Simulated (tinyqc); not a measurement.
## Pinning factor and decay constant from two barriers

Inverse problem. phiB = S (phiM - chi) + (1 - S)(Eg - E0) with S = 1/(1 + (1/S0 - 1) exp(-be ti)). Find S0, S at the given thickness and be.

Values chosen for this exercise; semiconductor values close to those of gallium arsenide; interlayer mass of the order of that in aluminium oxide, offset chosen freely:
- Eg = 1.37 eV (band gap)
- chi = 3.97 eV (electron affinity)
- E0 = 0.5 eV (charge-neutrality level above the valence band)
- phiM = 4.09 eV (metal work function)

phiB at ti = 0, 0.5 nm (eV): [0.795, 0.42048427]

Answer. Each barrier gives its S by linear interpolation between the pinned and the unpinned value; the ratio of the two values of 1/S - 1 is exp(be ti).

S0 = 0.1000
S = 0.5994
be = 5.200 1/nm

Computed by the program tinyqc: `OMP_NUM_THREADS=1 python tinyqc.py 2270067 2270068 out.jsonl`, one thread of a shared Intel Xeon 2.30GHz, about 0.03 s for the whole run.
